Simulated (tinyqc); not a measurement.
Jacobi rotations on a symmetric matrix, step by step. Computed by tinyqc, a small Python program that keeps every step. Settings: method = jacobi. Command: `OMP_NUM_THREADS=1 python tinyqc.py 31092 31093 out.jsonl` (the two numbers bound the seeds that draw the settings). One thread of a shared host (Intel(R) Xeon(R) Processor @ 2.60GHz), about 0.01 s of CPU time with the checks.

## Jacobi rotation 1

A:
```
           1          2          3          4          5          6
1   0.607000   0.029000   0.308000  -0.071000   0.554000   0.515000
2   0.029000   0.631000   0.788000   0.272000  -0.204000   0.321000
3   0.308000   0.788000   0.667000  -1.062000  -0.449000  -1.161000
4  -0.071000   0.272000  -1.062000   1.220000  -0.205000  -0.788000
5   0.554000  -0.204000  -0.449000  -0.205000   1.382000  -0.482000
6   0.515000   0.321000  -1.161000  -0.788000  -0.482000   1.396000
```

Take the largest off-diagonal element A_pq; tan 2 theta = 2 A_pq / (A_qq - A_pp) with |theta| <= pi/4; A' = J^T A J with J_pp = J_qq = cos, J_pq = sin, J_qp = -sin.

p, q, theta (rad): 3.000000  6.000000  -0.633294

A':
```
           1          2          3          4          5          6
1   0.607000   0.029000   0.553052  -0.071000   0.554000   0.232857
2   0.029000   0.631000   0.825162   0.272000  -0.204000  -0.207588
3   0.553052   0.825162  -0.185374  -1.322401  -0.647180   0.000000
4  -0.071000   0.272000  -1.322401   1.220000  -0.205000  -0.006698
5   0.554000  -0.204000  -0.647180  -0.205000   1.382000  -0.122812
6   0.232857  -0.207588   0.000000  -0.006698  -0.122812   2.248374
```

## Jacobi rotation 2

As before.

p, q, theta (rad): 3.000000  4.000000  -0.541184

A':
```
           1          2          3          4          5          6
1   0.607000   0.029000   0.437445  -0.345759   0.554000   0.232857
2   0.029000   0.631000   0.847367  -0.191952  -0.204000  -0.207588
3   0.437445   0.847367  -0.980189   0.000000  -0.660304  -0.003451
4  -0.345759  -0.191952   0.000000   2.014815   0.157690  -0.005741
5   0.554000  -0.204000  -0.660304   0.157690   1.382000  -0.122812
6   0.232857  -0.207588  -0.003451  -0.005741  -0.122812   2.248374
```

## All rotations

The off-diagonal norm falls at every rotation.

Rotations:
```
step    p    q      theta  off-diagonal norm
1       3    6  -0.633294           2.73e+00
2       3    4  -0.541184           1.99e+00
3       2    3  -0.405332           1.59e+00
4       1    5   0.480217           1.39e+00
5       1    3  -0.308489           1.11e+00
6       1    2   0.490880           9.82e-01
7       1    6   0.165483           8.62e-01
8       2    4  -0.326259           7.38e-01
9       2    5  -0.398176           6.04e-01
10      3    5  -0.070755           5.02e-01
11      3    4   0.058344           3.99e-01
...   ...  ...        ...                ...
34      1    3  -0.000037           5.12e-05
35      1    2   0.000048           1.34e-05
36      3    4   1.67e-06           1.01e-05
37      4    6  -0.000040           5.59e-06
38      1    4   2.01e-06           1.15e-06
39      3    6  -1.54e-07           7.78e-07
40      2    5   6.27e-07           2.11e-07
41      1    6   6.95e-08           5.36e-08
42      3    5   1.12e-08           4.20e-09
43      4    5  -6.78e-09           2.52e-09
44      2    3   6.76e-10           6.78e-10
```

eigenvalues: -1.571711  0.231130  0.964389  1.809087  2.159405  2.310700
